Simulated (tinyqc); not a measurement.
Plane-wave Kohn-Sham cycle with exchange-only LDA in a layered model solid, step by step. One step of it, computed by the program tinyqc.

Question. Iteration 2: potential. V_H(G) = 4 pi rho(G)/G^2 for G != 0 (uniform background); v_x = -(3 rho/pi)^(1/3); V = V_ext + V_H + v_x; Fourier components f(G_m) = (1/N) sum_j f(x_j) exp(-i G_m x_j).

A solid whose potential varies along x alone (atomic units):
```
parameter                      value
period a                   15.300000
cross-section of the cell  27.000000
electrons per cell                 2
grid points                       16
plane waves -n..n, n               2
k points                           1
V1 in V1 cos(2 pi x/a)     -0.800000
V2 in V2 cos(4 pi x/a)      0.100000
```

density after iteration 1 (e/bohr^3): [0.01972388, 0.01633657, 0.00903858, 0.00302069, 0.00045596, 0.00000666, 0.00000294, 0.00000184, 0.00001271, 0.00000184, 0.00000294, 0.00000666, 0.00045596, 0.00302069, 0.00903858, 0.01633657]

Give: Potentials on the grid; V(G_m), m = 0, 1, 2, ....

Answer.

Potentials on the grid (hartree):
```
x          V_ext      V_H      v_x        V
0.0000   -0.7000   0.7087  -0.2661  -0.2573
0.9563   -0.6684   0.6266  -0.2499  -0.2916
1.9125   -0.5657   0.4163  -0.2051  -0.3545
2.8687   -0.3769   0.1564  -0.1424  -0.3628
3.8250   -0.1000  -0.0862  -0.0758  -0.2620
4.7812    0.2354  -0.2803  -0.0185  -0.0634
5.7375    0.5657  -0.4193  -0.0141   0.1323
6.6937    0.8098  -0.5027  -0.0121   0.2951
7.6500    0.9000  -0.5304  -0.0230   0.3466
8.6062    0.8098  -0.5027  -0.0121   0.2951
9.5625    0.5657  -0.4193  -0.0141   0.1323
10.5188   0.2354  -0.2803  -0.0185  -0.0634
11.4750  -0.1000  -0.0862  -0.0758  -0.2620
12.4313  -0.3769   0.1564  -0.1424  -0.3628
13.3875  -0.5657   0.4163  -0.2051  -0.3545
14.3438  -0.6684   0.6266  -0.2499  -0.2916
```

V(G_m), m = 0, 1, 2, ... (hartree): [-0.1078, -0.1628, 0.0763, 0.0118, 0.0006]
